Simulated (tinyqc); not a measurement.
# Finnis-Sinclair potential for a bcc metal: fit to cohesion and elasticity, then vacancy, surfaces and structure, step by step

A worked calculation. Computed by tinyqc, a small Python program that keeps every step. Command: `OMP_NUM_THREADS=1 python tinyqc.py 3110839 3110840 out.jsonl fsfit walk`. One thread of a shared host (Intel(R) Xeon(R) Processor @ 2.30GHz), about 0.01 s of CPU time with the checks. Intermediate numbers are printed to about 7 digits and carried at full precision; extremes and crossings named in words are read from the listed rows.

E = (1/2) sum V(r) - A sqrt(rho), rho = sum phi(r), phi = (r - d)^2 for r < d, V = (r - c)^2 (c0 + c1 r + c2 r^2) for r < c. In bcc the 8 first neighbours lie at sqrt(3) a/2 and the 6 second at a; both cut-offs lie below the third shell; Omega = a^3/2; E is per atom and z the number of atoms in a shell. The four constants A, c0, c1, c2 are fitted to E_c, zero pressure, B and C12 - C44 alone, so C44 and C11 - C12 are not matched singly; defects are unrelaxed.

Inputs (values chosen for the exercise, modelled on niobium):

| quantity | value | unit |
|---|---|---|
| lattice constant a | 3.3 | angstrom |
| cohesive energy E_c | 7.66 | eV |
| target C11 | 253 | GPa |
| target C12 | 137 | GPa |
| target C44 | 29.8 | GPa |
| density cut-off d/a | 1.201 | - |
| pair cut-off c/a | 1.288 | - |

Constants: 1 eV/angstrom^3 = 160.2176634 GPa; 1 eV/angstrom^2 = 16.02176634 J/m^2.

## Density sums and the constant A

rho = sum z phi, rho1 = sum z r phi', rho2 = sum z r^2 phi''. At zero pressure the effective pair part V + 2 F' phi obeys C12 = C44, so C12 - C44 = F'' (rho1/3)^2/Omega with F'' = A/(4 rho^(3/2)); this gives A.

rho = 12.41536 angstrom^2

rho1 = -76.81310 angstrom^2

rho2 = 261.36 angstrom^2

A = 3.208981 eV/angstrom

## Three linear equations for c0, c1, c2

With v_k = (r - c)^2 r^k the rows are (1/2) sum z v_k, (1/2) sum z r v_k' and (1/2) sum z r^2 v_k''. With rho1 = sum z r phi' and rho2 = sum z r^2 phi'' the right-hand sides are: -E_c + A sqrt(rho) (cohesion); A rho1/(2 sqrt(rho)) (zero pressure); 9 B Omega + A [rho2/(2 sqrt(rho)) - rho1^2/(4 rho^(3/2))] with B = (C11 + 2 C12)/3.

matrix:
```
                    c0         c1         c2
cohesion       10.4662    31.1092    92.8599
pressure      -50.6551  -121.9770  -279.2375
bulk modulus  130.6800    96.1838  -428.8928
```

right-hand side (eV): 3.6470  -34.9778  188.1208

## Solution

Solve the three equations.

c0, c1, c2 (eV/angstrom^2, eV/angstrom^3, eV/angstrom^4): 0.1382658  0.7512997  -0.2280041

## Elastic constants of the fitted potential

Second differences of E with strains of 1e-4: e_xx gives C11, (e_xx, e_yy) = (1, -1) gives 2 (C11 - C12), an engineering shear gives C44. B and C12 - C44 are fitted; the one combination left tests the choice of d.

C11 = 228.6265 GPa

C12 = 149.1868 GPa

C44 = 41.98676 GPa

error of C44 = 40.89517 %

error of C' = (C11 - C12)/2 = -31.51750 %

C44 comes out high and C' low: with B and C12 - C44 fixed, C44 + 2 C'/3 is fixed too, so the two errors have opposite signs.

## Unrelaxed vacancy

E_v = -A sum_shells z [sqrt(rho - phi(r)) - sqrt(rho)] - (1/2) sum z V(r): the neighbours lose one bond each, and the atom is put back in the bulk.

V at the two shells (eV): 0.8205689  0.1215701

phi at the two shells (angstrom^2): 1.221945  0.439967

vacancy energy E_v = 2.132625 eV

E_v/E_c = 0.2784106

A pair potential would give E_v = E_c; the square root lowers the ratio to 0.28.

## Unrelaxed surfaces

An atom in layer i below the surface keeps only neighbours no higher than the top layer; gamma = sum_i (E_i + E_c)/(area per surface atom), with layer spacings a/2, a/sqrt2 and areas a^2, a^2/sqrt2 for (100) and (110).

Excess energy by layer (eV):

| face | layer 1 | layer 2 | layer 3 |
|---|---|---|---|
| (100) | 1.061929 | 0.141367 | 0 |
| (110) | 0.689070 | 0.000000 | 0 |

gamma(100) = 1.770333 J/m^2

gamma(110) = 1.433708 J/m^2

gamma(100)/gamma(110) = 1.23.

## bcc against fcc

E of each lattice against the volume per atom, as a multiple of Omega; all neighbours inside the cut-offs are summed.

Energies (eV/atom):

| V/Omega | bcc | fcc | fcc less bcc (meV) |
|---|---|---|---|
| 0.80 | -7.193293 | -7.097913 | 95.3799 |
| 0.84 | -7.371436 | -7.241414 | 130.0222 |
| 0.88 | -7.503130 | -7.356944 | 146.1860 |
| 0.92 | -7.592598 | -7.438888 | 153.7104 |
| 0.96 | -7.643705 | -7.489859 | 153.8465 |
| 1.00 | -7.660000 | -7.515629 | 144.3707 |
| 1.05 | -7.636372 | -7.520300 | 116.0722 |
| 1.10 | -7.569298 | -7.498490 | 70.8083 |
| 1.20 | -7.325767 | -7.348990 | -23.2232 |

The lowest fcc row, at V/Omega = 1.05, lies +140 meV from the bcc minimum: the fit keeps bcc stable, though nothing in it asked for that.

Checks made by the program: B and C12 - C44 recovered (relative difference 3e-08).
